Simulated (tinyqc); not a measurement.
Decay of LO phonons and the hot-phonon bottleneck in the cooling of electrons. From one set of inputs to another, one input at a time. Computed by tinyqc, a small Python program. Command: `OMP_NUM_THREADS=1 python tinyqc.py 3022036 3022037 out.jsonl hotphonon ladder`. One thread of a shared host (Intel(R) Xeon(R) Processor @ 2.30GHz), about 0.02 s of CPU time with the checks.

n(E, T) = 1/(exp(E/(k_B T)) - 1) is the Bose occupation. Electrons have a temperature T_e; the LO modes within their reach share one occupation N; the decay products stay at the lattice temperature.

The inputs printed are set A. Set A is modelled on aluminium nitride; the values taken over come from a set modelled on zinc oxide. Inputs not listed in the table keep their values of set A, so the rows need not describe a real material.

Inputs (values chosen for the exercise, modelled on aluminium nitride):
```
quantity                                             value    unit
LO energy hbar omega                                   109     meV
lifetime at T = 0, tau_0                               1.5      ps
share f of the energy in the softer product           0.28       -
lattice temperature T                                  150       K
electron mass m*                                     0.314     m_0
eps_inf                                                4.6       -
static dielectric constant eps_s                      8.63       -
electron density n                                 5.6e+18  1/cm^3
density of LO modes that the electrons reach, N_m  1.7e+19  1/cm^3
power supplied per electron P                           11      nW
```

Decay channel: two unequal phonons (Ridley).

Constants: k_B = 8.617333262e-05 eV/K; c = 299792458 m/s; e^2/(4 pi eps_0) = 14.39964548 eV angstrom; hbar^2/(2 m_0) = 3.80998212 eV angstrom^2; hbar = 6.582119569e-16 eV s; e = 1.602176634e-19 C.

Method:
- Decay rate 1/tau = (1/tau_0) [1 + n(f hbar omega) + n((1 - f) hbar omega)].
- Full width Gamma = 1/(2 pi c tau) in 1/cm, c in cm/s.
- Froehlich coupling alpha = (e^2/(4 pi eps_0)) (1/eps_inf - 1/eps_s) k_0/(2 hbar omega), k_0 = sqrt(m* hbar omega/(hbar^2/(2 m_0))); emission time tau_sp = hbar/(2 alpha hbar omega); bottleneck ratio r = (n/N_m) tau/tau_sp.
- Net emission per electron: [(N + 1) x - N]/tau_sp with x = exp(-hbar omega/(k_B T_e)), a simple two-level balance; steady state of the modes: n [(N + 1) x - N]/tau_sp = N_m (N - N_0)/tau; power per electron P = hbar omega [(N + 1) x - N]/tau_sp.
- With p = P tau_sp/(hbar omega): N = N_0 + r p and x = (p + N)/(N + 1); without hot phonons N = N_0. The mode temperature T_LO solves n(hbar omega, T_LO) = N.

Each row keeps all changes above it:
```
input moved                                                    from       to  electron temperature T_e (K)  mode temperature T_LO (K)  LO occupation N
set A                                                             -        -                         840.4                      834.6           0.2815
electron density n (1/cm^3)                                 5.6e+18  5.3e+18                         817.3                      811.4           0.2664
static dielectric constant eps_s                               8.63     8.16                         817.7                      811.4           0.2664
lattice temperature T (K)                                       150       77                         856.2                      849.9           0.2916
density of LO modes that the electrons reach, N_m (1/cm^3)  1.7e+19    8e+18                        1323.6                     1316.5           0.6196
lifetime at T = 0, tau_0 (ps)                                   1.5        2                        1602.6                     1594.7           0.8262
LO energy hbar omega (meV)                                      109     74.1                        1406.2                     1395.1           1.1735
electron mass m* (m_0)                                        0.314    0.285                        1406.8                     1395.1           1.1735
```

Electron temperature T_e goes from 840 to 1410, a factor 1.67 in all. The largest single move comes from density of LO modes that the electrons reach, N_m (a factor 1.55), and LO energy hbar omega works against it (a factor 0.877). Mode temperature T_LO goes from 835 to 1400, a factor 1.67 in all. The largest single move comes from density of LO modes that the electrons reach, N_m (a factor 1.55), and LO energy hbar omega works against it (a factor 0.875). LO occupation N goes from 0.282 to 1.17, a factor 4.17 in all. The largest single move comes from density of LO modes that the electrons reach, N_m (a factor 2.12). The single moves hold for this order of the switches; the total does not depend on the order.

Caution (all rows): alpha is above 1/2, so hbar/tau_sp exceeds hbar omega and the emission time, a weak-coupling result, is only rough. Caution (rows density of LO modes that the electrons reach, N_m, lifetime at T = 0, tau_0, LO energy hbar omega, electron mass m*): at such T_e upper valleys, non-parabolic bands or other phonons can take part.

Extremes, crossings and ranges named in words are read from the listed rows.
